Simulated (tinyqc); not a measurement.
Conductance against temperature: thermal boundary conductance by the acoustic and diffuse mismatch models. Computed by tinyqc, a small Python program. Command: `OMP_NUM_THREADS=1 python tinyqc.py 3016533 3016534 out.jsonl kapitza walk`. One thread of a shared host (Intel(R) Xeon(R) Processor @ 2.30GHz), about 0.01 s of CPU time with the checks.

Each side has one longitudinal and two transverse Debye branches, omega = v q up to q_D = (6 pi^2 n)^(1/3), with n counting all atoms. Scattering at the interface is elastic. Electrons are left out of G, also for metals. Melting is ignored. G refers to the temperatures of the phonons sent towards the interface. Linear branches over all atoms overstate G at high T, most for crystals with several atoms a cell.

Inputs (values chosen for the exercise, modelled on gallium arsenide (side 1) and gold (side 2)): density rho_1 = 5.18 g/cm^3; longitudinal velocity vL_1 = 5170 m/s; transverse velocity vT_1 = 3070 m/s; atom density n_1 = 43.3 1/nm^3; density rho_2 = 19.6 g/cm^3; longitudinal velocity vL_2 = 3450 m/s; transverse velocity vT_2 = 1280 m/s; atom density n_2 = 60.1 1/nm^3.

Structure: superlattice.

Constants: hbar = 1.054571817e-34 J s; k_B = 1.380649e-23 J/K.

Method:
- omega_c = v q_D for each branch, given as hbar omega_c/k_B; impedance Z = rho v.
- No mode conversion. t(theta) = 4 Z_1 Z_2 cos(theta_1) cos(theta_2)/N^2, with N = Z_2 cos(theta_1) + Z_1 cos(theta_2) for L (the form for pressure waves) and N = Z_1 cos(theta_1) + Z_2 cos(theta_2) for both T branches (the form for shear waves polarised along the interface); sin(theta_2) = (v_2/v_1) sin(theta_1), and t = 0 beyond the critical angle arcsin(v_1/v_2); the mean over the incoming flux is alpha = 2 int t sin(theta_1) cos(theta_1) d theta_1 (64 Gauss-Legendre points).
- G = (k_B^4 T^3/(8 pi^2 hbar^3)) int W(x) x^4 e^x/(e^x - 1)^2 dx, x = hbar omega/(k_B T). Acoustic mismatch: W = sum over the three branches of alpha(1 to 2)/v_1^2, each up to the lower of its two cut-offs. Diffuse mismatch: W = S_1 S_2/(S_1 + S_2), where S_i sums 1/v^2 over the branches of side i still below their cut-off. Radiation limit: W = min(S_1, S_2). The integral is split at the four cut-offs (64 Gauss-Legendre points a piece, x at most 45).

Branches:
```
branch     v (m/s)  cut-off (K)  Z (1e6 kg/(m^2 s))
L, side 1     5170      540.501             26.7806
T, side 1     3070      320.955             15.9026
L, side 2     3450      402.334             67.6200
T, side 2     1280      149.272             25.0880
```

Transmission:
```
branch  t at normal incidence  largest angle from side 1 (deg)  alpha, 1 to 2  alpha, 2 to 1
L                    0.812842                               90       0.890196       0.396409
T                    0.949786                               90       0.810319       0.140864
```

G (MW/(m^2 K)):
```
T (K)  acoustic mismatch  diffuse mismatch  radiation limit
2               0.016737          0.017085         0.020354
5                0.26151           0.26696          0.31803
10                2.0906            2.1344           2.5428
20                14.991            15.595           18.671
40                61.854            73.086           90.600
80                166.85            214.62           278.31
150               274.28            347.10           458.69
300               333.63            416.00           553.39
600               352.00            436.86           582.14
1000              356.14            441.53           588.59
```

All three follow T^3 at the cold end (exponent 3.00 for the diffuse model) and flatten at high T (exponent 0.02 at the hot end); the lowest cut-off is 149 K. The ratio of diffuse to acoustic goes from 1.02 to 1.24. The plateau is set by the frequencies that both sides share.

Extremes, crossings and ranges named in words are read from the listed rows.
